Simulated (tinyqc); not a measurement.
Inside a calculation. Method: Hubbard ring of 4 sites. Computed by tinyqc, a small Python program that keeps every step. Settings: hopping = 0.99, U = 10.1, mixing = 0.2, iteration cap = 89. Command: `OMP_NUM_THREADS=1 python tinyqc.py 22867 22868 out.jsonl` (the two numbers bound the seeds that draw the settings). One thread of a shared host (Intel(R) Xeon(R) Processor @ 2.60GHz), about 0.2 s of CPU time with the checks.

one-body matrix (hopping and site energies) (eV), lower triangle:
```
,1,2,3,4
1,-0.640000
2,-0.990000,0.360000
3,0.000000,-0.990000,-0.930000
4,-0.990000,0.000000,-0.990000,-0.640000
```

U = 10.100000 eV

electrons, up and down: 2  1

n(up) at the start (a guess, not normalised): 1 0.950000, 2 0.050000, 3 0.950000, 4 0.050000

n(down) at the start (a guess): 1 0.000000, 2 0.700000, 3 0.000000, 4 0.700000

Each step fills the lowest levels of T + U n(other spin) and sets n(new) = n + mixing (n(out) - n); stop when output and input agree to 1e-8.

Course of the cycle:
```
iteration,E (eV),largest |n(out) - n(in)|,mean |n_up - n_down|
1,-3.01508053,6.61e-01,0.706484
2,-3.08046363,5.29e-01,0.703761
3,-3.14348788,4.24e-01,0.703585
4,-3.20374179,3.42e-01,0.706408
5,-3.26006239,2.78e-01,0.709482
6,-3.31114993,2.26e-01,0.712571
7,-3.35594132,1.85e-01,0.715470
8,-3.39383783,1.52e-01,0.718040
9,-3.42479249,1.25e-01,0.720218
10,-3.44925826,1.02e-01,0.722003
11,-3.46803660,8.38e-02,0.723429
...,...,...,...
79,-3.51754275,2.43e-06,0.727940
80,-3.51754275,2.04e-06,0.727940
81,-3.51754275,1.72e-06,0.727940
82,-3.51754275,1.44e-06,0.727940
83,-3.51754275,1.21e-06,0.727940
84,-3.51754275,1.02e-06,0.727940
85,-3.51754275,8.58e-07,0.727940
86,-3.51754275,7.21e-07,0.727940
87,-3.51754275,6.06e-07,0.727940
88,-3.51754275,5.10e-07,0.727940
89,-3.51754275,4.29e-07,0.727940
```

Can the last value be used, and what does the course show?

Not by the stop rule, although the second column moves by less than 1e-07 over the last three steps. Not converged within 89 iterations: the residual falls steadily but slowly, by a factor of about 0.84 a step. The lowest mean-field energy found from random starts is -3.51754 eV. Reruns (cap 100 unless said): mixing 0.5: converged in 39 (E = -3.51754); mixing 0.9: converged in 17 (E = -3.51754); the original settings with a cap of 400: converged in 111 (E = -3.51754).
